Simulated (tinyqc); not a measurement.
Defect-molecule model of a vacancy with Jahn-Teller distortion: one step. Transition levels and the effective U. Two cases, with inputs chosen for the exercise.

Problem. From the energies W_n of the relaxed states with n = 0, 1, 2 electrons: E(2+/+) = W1 - W0, E(+/0) = W2 - W1, U_eff = E(+/0) - E(2+/+), E(2+/0) = (W2 - W0)/2.

Give: levels above Ev; U_eff.

Case 1.

States:

| n | charge | Q_n (angstrom) | gain (eV) | W_n (eV) |
|---|---|---|---|---|
| 0 | 2+ | 0.000000 | 0.000000 | 0.000000 |
| 1 | + | 0.152459 | 0.141787 | 0.118213 |
| 2 | 0 | 0.304918 | 0.567148 | 0.182852 |

Solution.

levels above Ev (eV): (2+/+) 0.1182, (+/0) 0.0646, (2+/0) 0.0914

U_eff = -0.0536 eV

U_eff < 0: the second electron is bound more strongly than the first, the + state is never the lowest, and the charge changes by two at 0.0914 eV.

Case 2.

States:

| n | charge | Q_n (angstrom) | gain (eV) | W_n (eV) |
|---|---|---|---|---|
| 0 | 2+ | 0.000000 | 0.000000 | 0.000000 |
| 1 | + | 0.173770 | 0.184197 | 0.185803 |
| 2 | 0 | 0.347541 | 0.736787 | 0.273213 |

Solution.

levels above Ev (eV): (2+/+) 0.1858, (+/0) 0.0874, (2+/0) 0.1366

U_eff = -0.0984 eV

U_eff < 0: the second electron is bound more strongly than the first, the + state is never the lowest, and the charge changes by two at 0.1366 eV.

Computed by tinyqc, one run a case: `OMP_NUM_THREADS=1 python tinyqc.py N N+1 out.jsonl` with N = 1481520, 1481857; one thread of a shared Intel(R) Xeon(R) Processor @ 2.30GHz, about 0.01 s a run at most.
